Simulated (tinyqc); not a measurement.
Empirical pseudopotential in a few plane waves, step by step. Computed by tinyqc, a small Python program that keeps every step. Settings: plane-wave index or count = 15. Command: `OMP_NUM_THREADS=1 python tinyqc.py 27557 27558 out.jsonl` (the two numbers bound the seeds that draw the settings). One thread of a shared host (Intel(R) Xeon(R) Processor @ 2.60GHz), about 0.2 s of CPU time with the checks.

## Bloch Hamiltonian at G

Parameters chosen for this model: fcc lattice, atoms at +/- a/8 (1,1,1); form factors in rydberg at |G|^2 in units of (2 pi/a)^2:

| parameter | value | unit |
|---|---|---|
| a | 5.650000 | angstrom |
| VS(3) | -0.237000 | Ry |
| VS(8) | 0.018000 | Ry |
| VS(11) | 0.057000 | Ry |
| VA(3) | 0.108000 | Ry |
| VA(4) | 0.073000 | Ry |
| VA(11) | 0.006000 | Ry |
| hbar^2/2m (2 pi/a)^2 | 4.711788 | eV |

k point G (2 pi / a): 0  0  0

Basis: the 15 shortest G (labels in 2 pi/a), the same at every k. H(G,G') = c |k + G|^2 delta + VS(|G-G'|^2) cos((G-G').tau) + i VA sin((G-G').tau), tau = a/8 (1,1,1); 1 Ry = 13.605693 eV.

H(k) at G (eV), lower triangle (Hermitian):
```
                   +0+0+0             -1-1-1             -1-1+1             -1+1-1
+0+0+0            0.00000
-1-1-1   2.28010-1.03903i           14.13536
-1-1+1  -2.28010-1.03903i   0.00000+0.99322i           14.13536
-1+1-1  -2.28010-1.03903i   0.00000+0.99322i            0.24490           14.13536
-1+1+1  -2.28010+1.03903i           -0.24490   0.00000+0.99322i   0.00000+0.99322i
+1-1-1  -2.28010-1.03903i   0.00000+0.99322i            0.24490            0.24490
+1-1+1  -2.28010+1.03903i           -0.24490   0.00000+0.99322i            0.00000
+1+1-1  -2.28010+1.03903i           -0.24490            0.00000   0.00000+0.99322i
+1+1+1   2.28010+1.03903i            0.00000           -0.24490           -0.24490
-2+0+0   0.00000-0.99322i  -2.28010+1.03903i  -2.28010-1.03903i  -2.28010-1.03903i
+0-2+0   0.00000-0.99322i  -2.28010+1.03903i  -2.28010-1.03903i   0.54838-0.05772i
+0+0-2   0.00000-0.99322i  -2.28010+1.03903i   0.54838-0.05772i  -2.28010-1.03903i
+0+0+2   0.00000+0.99322i  -0.54838-0.05772i   2.28010+1.03903i  -0.54838+0.05772i
+0+2+0   0.00000+0.99322i  -0.54838-0.05772i  -0.54838+0.05772i   2.28010+1.03903i
+2+0+0   0.00000+0.99322i  -0.54838-0.05772i  -0.54838+0.05772i  -0.54838+0.05772i

                   -1+1+1             +1-1-1             +1-1+1             +1+1-1
-1+1+1           14.13536
+1-1-1            0.00000           14.13536
+1-1+1            0.24490   0.00000+0.99322i           14.13536
+1+1-1            0.24490   0.00000+0.99322i            0.24490           14.13536
+1+1+1   0.00000+0.99322i           -0.24490   0.00000+0.99322i   0.00000+0.99322i
-2+0+0   2.28010-1.03903i   0.54838-0.05772i  -0.54838-0.05772i  -0.54838-0.05772i
+0-2+0  -0.54838-0.05772i  -2.28010-1.03903i   2.28010-1.03903i  -0.54838-0.05772i
+0+0-2  -0.54838-0.05772i  -2.28010-1.03903i  -0.54838-0.05772i   2.28010-1.03903i
+0+0+2  -2.28010+1.03903i  -0.54838+0.05772i  -2.28010+1.03903i   0.54838+0.05772i
+0+2+0  -2.28010+1.03903i  -0.54838+0.05772i   0.54838+0.05772i  -2.28010+1.03903i
+2+0+0   0.54838+0.05772i   2.28010+1.03903i  -2.28010+1.03903i  -2.28010+1.03903i

                   +1+1+1    -2+0+0    +0-2+0    +0+0-2
+1+1+1           14.13536
-2+0+0  -0.54838+0.05772i  18.84715
+0-2+0  -0.54838+0.05772i   0.24490  18.84715
+0+0-2  -0.54838+0.05772i   0.24490   0.24490  18.84715
+0+0+2  -2.28010-1.03903i  -0.24490  -0.24490   0.00000
+0+2+0  -2.28010-1.03903i  -0.24490   0.00000  -0.24490
+2+0+0  -2.28010-1.03903i   0.00000  -0.24490  -0.24490

          +0+0+2    +0+2+0    +2+0+0
+0+0+2  18.84715
+0+2+0   0.24490  18.84715
+2+0+0   0.24490   0.24490  18.84715
```

## Levels at G

Diagonalise the Hermitian matrix.

eigenvalues (eV): -4.25126  9.37269  9.37269  9.37269  11.31127  14.56846  14.56846  14.56846  18.35573  18.35735  18.35735  22.68693  22.68693  22.68693  24.15117

## Bands along a path

The same steps at evenly spaced points between the labelled ones.

Bands along the path (eV), lowest eight:

| k | band 1 | band 2 | band 3 | band 4 | band 5 | band 6 | band 7 | band 8 |
|---|---|---|---|---|---|---|---|---|
| L | -2.64206 | 4.04107 | 8.90726 | 8.90726 | 11.91977 | 15.12014 | 15.12014 | 18.51304 |
| L-G 0.20 | -3.03874 | 4.54885 | 8.84529 | 8.84529 | 11.93561 | 15.09237 | 15.09237 | 18.56696 |
| L-G 0.40 | -3.49861 | 5.55714 | 8.92464 | 8.92464 | 12.14923 | 15.20143 | 15.20143 | 17.17306 |
| L-G 0.60 | -3.89734 | 6.89860 | 9.10010 | 9.10010 | 12.40588 | 15.13169 | 15.13169 | 15.41367 |
| L-G 0.80 | -4.16017 | 8.38679 | 9.28833 | 9.28833 | 12.06704 | 14.54973 | 14.76836 | 14.76836 |
| G | -4.25126 | 9.37269 | 9.37269 | 9.37269 | 11.31127 | 14.56846 | 14.56846 | 14.56846 |
| G-X 0.20 | -4.12974 | 8.35759 | 9.10774 | 9.10774 | 12.43396 | 14.00507 | 15.08321 | 15.08321 |
| G-X 0.40 | -3.77815 | 6.91419 | 8.56637 | 8.56637 | 13.07758 | 13.72971 | 16.36424 | 16.36424 |
| G-X 0.60 | -3.24183 | 5.61410 | 8.08221 | 8.08221 | 12.36423 | 13.24474 | 17.72670 | 18.06040 |
| G-X 0.80 | -2.62036 | 4.59237 | 7.81806 | 7.81806 | 12.01260 | 12.39572 | 19.96569 | 20.01043 |
| X | -2.09825 | 4.04634 | 7.84408 | 7.84408 | 11.88851 | 12.18419 | 22.17956 | 22.17956 |

With 4 band(s) filled, the highest filled level on these points lies at G and the lowest empty one at G: a gap of 1.9386 eV, direct. This holds for the small fixed basis; with all plane waves up to |k + G|^2 = 21 (2 pi/a)^2 the gap along the path is 2.19 eV.

## Convergence with the number of plane waves

Levels at G counted from the fourth one.

Levels (eV):

| plane waves | level 1 | level 5 | level 8 |
|---|---|---|---|
| 9 | -16.10790 | 1.67235 | 1.98643 |
| 15 | -13.62395 | 1.93858 | 5.19577 |
| 27 | -12.70855 | 2.18725 | 5.37808 |
| 51 | -12.39968 | 2.13262 | 5.57845 |
| 59 | -12.36392 | 2.18410 | 5.38564 |
| 65 | -12.36496 | 2.18397 | 5.36477 |
| 89 | -12.35692 | 2.18606 | 5.36831 |
